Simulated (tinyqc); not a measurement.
Polytypes and stacking faults of a tetrahedral semiconductor in an axial Ising model with couplings up to third neighbours: one step, computed by the program tinyqc. Command: `OMP_NUM_THREADS=1 python tinyqc.py 3025306 3025307 out.jsonl polytype walk`. One thread of a shared host (Intel(R) Xeon(R) Processor @ 2.30GHz), about 0.01 s of CPU time with the checks.

Each double layer has s = +1 or -1 for the sense of its stacking step; E per pair of atoms = E0 - sum_n J_n <s_i s_(i+n)>, n = 1, 2, 3. Hexagonality h = (1 - <s_i s_(i+1)>)/2.

Question. Stacking-fault energies. Faults in 3C: the sequences intrinsic (-), extrinsic (--), twin boundary (+ turns to -) are put between perfect repeats; k_n = (layers x C_n of the host) - sum_i s_i s_(i+n). gamma = sum k_n J_n/A, A = (sqrt 3/2) a^2; 1 meV/angstrom^2 = 16.02177 mJ/m^2.

Inputs (values chosen for the exercise, of the order of those of silicon for J, a, G and the gaps): J1 = 10.8 meV/pair; J2 = -0.772 meV/pair; J3 = -0.35 meV/pair; basal lattice constant a = 3.84 angstrom.

Host polytype: 3C.

fault coefficients k_n, rows intrinsic, extrinsic, twin boundary, columns J1, J2, J3:
$$\begin{pmatrix}
4 & 4 & 4 \\
4 & 8 & 8 \\
2 & 4 & 6
\end{pmatrix}$$

Constants: 1 eV/angstrom^2 = 16.02176634 J/m^2.

Give: gamma; energy of the glide fault, intrinsic.

Answer.

gamma (mJ/m^2): intrinsic 48.57, extrinsic 42.94, twin boundary 20.59

energy of the glide fault, intrinsic = 48.57 mJ/m^2

The cheapest is the twin boundary fault.
